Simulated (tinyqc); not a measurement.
What moves the results: deep level as a short-range spherical well. A value that a table varies takes the place of the one given here.

A spherical well of radius R and depth V0 below the conduction edge, one mass m, c = hbar^2/2m0. The s level at binding Et solves k cot(k R) = -kappa with k = sqrt(m (V0 - Et)/c), kappa = sqrt(m Et/c); it exists for V0 > Vc = c (pi/2R)^2/m. Outside, psi falls as exp(-kappa r)/r.

Lucovsky model (delta well, plane-wave final states, no local-field factor): sigma = (32 pi alpha c/(3 n_r m Et)) (x - 1)^(3/2)/x^3, x = h nu/Et, c = hbar^2/2m0; 1 angstrom^2 = 1e-16 cm^2.

Constants: hbar^2/2m0 = 3.80998211 eV angstrom^2; fine-structure constant alpha = 0.007297352564; e^2/(4 pi eps0) = 14.39964547 eV angstrom; kB = 8.617333262e-05 eV/K.

Parameters, chosen for this exercise (near those of InP; not measured data): R = 4.6 angstrom (radius of the well); m = 0.081 m0 (mass); fV = (1.04, 1.13, 1.3, 1.6, 2.15, 2.97, 5.68) (V0/Vc); n_r = 3.05 (refractive index); xs = (1.06, 1.29, 1.46, 1.78, 2.34, 3.07, 4.74, 8.47) (photon energies h nu/Et); eps = 12.8 (static dielectric constant); T = 250 K (temperature); Fs = (1, 5, 20, 50, 100, 200) kV/cm (fields).

## From threshold to a deep level

Et against the depth at fixed R; near threshold Et = (pi^2/16)(V0 - Vc)^2/Vc.

Results:
```
V0/Vc  V0 (eV)   Et (eV)  threshold form (eV)  1/kappa (angstrom)  share outside
1.04     5.704  0.005259             0.005413                94.6          0.953
1.13     6.198   0.05223              0.05718                30.0          0.860
1.30     7.130    0.2503               0.3045                13.7          0.722
1.60     8.776    0.8531                1.218                 7.4          0.557
2.15    11.792     2.478                4.474                 4.4          0.384
2.97    16.290     5.574                13.13                 2.9          0.255
5.68    31.154     17.99                74.10                 1.6          0.110
```

The threshold form holds to 10 % up to V0/Vc = 1.13 of those listed. There the state is mostly outside the well (95 % in the first row) and knows only Et, which is why a delta-well model works; more than half is inside from V0/Vc = 2.15 on. A second s level would need V0/Vc > 9. From V0/Vc = 2.15 on Et exceeds the gap of the host, about 1.35 eV, so those rows only show the model.

## Neutral against charged centre

Et = 0.42090 eV

Lucovsky cross-section, its shape relative to the peak, and the shape of a hydrogen-like centre relative to threshold: x^-4 exp(4 - 4 atan(e)/e)/(1 - exp(-2 pi/e)), e = sqrt(x - 1).

Results:
```
x     h nu (eV)  sigma (1e-18 cm^2)  relative to peak  hydrogen-like
1.06      0.446                11.1             0.099          0.856
1.29      0.543                65.2             0.582          0.503
1.46      0.615                89.8             0.802          0.358
1.78      0.749                 109             0.977          0.206
2.34      0.985                 108             0.968          0.094
3.07      1.292                92.2             0.823          0.043
4.74      1.995                60.9             0.543          0.012
8.47      3.565                30.1             0.269          0.002
```

The short-range centre starts from zero, reaches half its peak at x = 1.24 and peaks at x = 2; in the last row it still has 27 % of the peak. The Coulomb centre is largest at threshold and is down to 0.2 % there. Reading the peak as the threshold would misplace the level by a factor 2, here 0.42 eV. Rows above the gap, about 1.35 eV, are hidden by band-to-band absorption.

## Emission in a field

Barrier lowering for a charged centre (Poole-Frenkel) is 2 sqrt(q e F/eps), q = e^2/(4 pi eps0), and for the neutral well e F R; the one-dimensional enhancement is exp(lowering/kB T). 1 kV/cm = 1e-5 V/angstrom; tunnelling is left out.

Results:
```
F (kV/cm)  lowering, charged (meV)  enhancement  saddle at (angstrom)  lowering, neutral (meV)  enhancement
1                              6.7         1.37                   335                     0.05        1.002
5                             15.0         2.01                   150                     0.23        1.011
20                            30.0         4.03                    75                     0.92        1.044
50                            47.4         9.04                    47                     2.30        1.113
100                           67.1         22.5                    34                     4.60        1.238
200                           94.9         81.7                    24                     9.20        1.533
```

At 200 kV/cm the charged centre emits 81.7 times faster and the neutral one 1.53 times: the logarithm of the enhancement is linear in sqrt(F) for the first and in F for the second, which tells the charge state. The largest lowering is 23 % of Et.

tinyqc: `OMP_NUM_THREADS=1 python tinyqc.py 1250618 1250619 out.jsonl`; about 0.01 s, one thread, shared Intel(R) Xeon(R) Processor @ 2.30GHz.
